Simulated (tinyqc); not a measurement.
ROHF in the 6-311g basis, for H2, spin multiplicity 3, step by step. One step of it, computed by the program tinyqc.

Question. Iteration 3: Roothaan effective Fock matrix. With projectors Pc = D(beta) S, Po = (D(alpha) - D(beta)) S, Pv = 1 - D(alpha) S, the block xy is Px^T F Py; with Fc = (F(alpha) + F(beta))/2, the blocks are Fc for cc, oo, vv and cv, F(beta) for co and F(alpha) for ov.

F(alpha) (hartree):
```
           1H 1s      1H 2s      1H 3s      2H 1s      2H 2s      2H 3s
1H 1s   0.340030  -0.610525  -0.556074  -0.199731  -0.332403  -0.368028
1H 2s  -0.610525  -0.518573  -0.497333  -0.327230  -0.403738  -0.402654
1H 3s  -0.556074  -0.497333  -0.370746  -0.365564  -0.405548  -0.349302
2H 1s  -0.199731  -0.327230  -0.365564   0.375481  -0.580720  -0.547796
2H 2s  -0.332403  -0.403738  -0.405548  -0.580720  -0.503544  -0.501983
2H 3s  -0.368028  -0.402654  -0.349302  -0.547796  -0.501983  -0.383581
```

F(beta) (hartree):
```
           1H 1s      1H 2s      1H 3s      2H 1s      2H 2s      2H 3s
1H 1s   0.980338  -0.010329  -0.153086  -0.112910  -0.121737  -0.119297
1H 2s  -0.010329   0.136921  -0.012472  -0.126121  -0.070987  -0.056682
1H 3s  -0.153086  -0.012472   0.023602  -0.124995  -0.059142  -0.016897
2H 1s  -0.112910  -0.126121  -0.124995   0.942680  -0.030228  -0.162527
2H 2s  -0.121737  -0.070987  -0.059142  -0.030228   0.124374  -0.017817
2H 3s  -0.119297  -0.056682  -0.016897  -0.162527  -0.017817   0.022960
```

D(alpha) after iteration 2:
```
           1H 1s      1H 2s      1H 3s      2H 1s      2H 2s      2H 3s
1H 1s   0.060318   0.140200   0.140360   0.003319  -0.000638  -0.110064
1H 2s   0.140200   0.330664   0.359885  -0.007858  -0.033876  -0.308163
1H 3s   0.140360   0.359885   0.562812  -0.101618  -0.228914  -0.623574
2H 1s   0.003319  -0.007858  -0.101618   0.050801   0.105248   0.164050
2H 2s  -0.000638  -0.033876  -0.228914   0.105248   0.218993   0.354980
2H 3s  -0.110064  -0.308163  -0.623574   0.164050   0.354980   0.772496
```

D(beta) after iteration 2:
```
          1H 1s     1H 2s     1H 3s     2H 1s     2H 2s     2H 3s
1H 1s  0.000000  0.000000  0.000000  0.000000  0.000000  0.000000
1H 2s  0.000000  0.000000  0.000000  0.000000  0.000000  0.000000
1H 3s  0.000000  0.000000  0.000000  0.000000  0.000000  0.000000
2H 1s  0.000000  0.000000  0.000000  0.000000  0.000000  0.000000
2H 2s  0.000000  0.000000  0.000000  0.000000  0.000000  0.000000
2H 3s  0.000000  0.000000  0.000000  0.000000  0.000000  0.000000
```

overlap S:
```
          1H 1s     1H 2s     1H 3s     2H 1s     2H 2s     2H 3s
1H 1s  1.000000  0.706377  0.373664  0.049196  0.207374  0.238363
1H 2s  0.706377  1.000000  0.788963  0.207374  0.462039  0.544864
1H 3s  0.373664  0.788963  1.000000  0.238363  0.544864  0.783916
2H 1s  0.049196  0.207374  0.238363  1.000000  0.706377  0.373664
2H 2s  0.207374  0.462039  0.544864  0.706377  1.000000  0.788963
2H 3s  0.238363  0.544864  0.783916  0.373664  0.788963  1.000000
```

Give: effective F.

Answer.

effective F (hartree):
```
         1H 1s    1H 2s    1H 3s    2H 1s    2H 2s    2H 3s
1H 1s   0.5732  -0.3638  -0.3666  -0.1536  -0.2274  -0.2445
1H 2s  -0.3638  -0.1879  -0.2133  -0.2257  -0.2213  -0.2010
1H 3s  -0.3666  -0.2133  -0.1065  -0.2463  -0.2047  -0.1351
2H 1s  -0.1536  -0.2257  -0.2463   0.5800  -0.3615  -0.3730
2H 2s  -0.2274  -0.2213  -0.2047  -0.3615  -0.2006  -0.2292
2H 3s  -0.2445  -0.2010  -0.1351  -0.3730  -0.2292  -0.1181
```
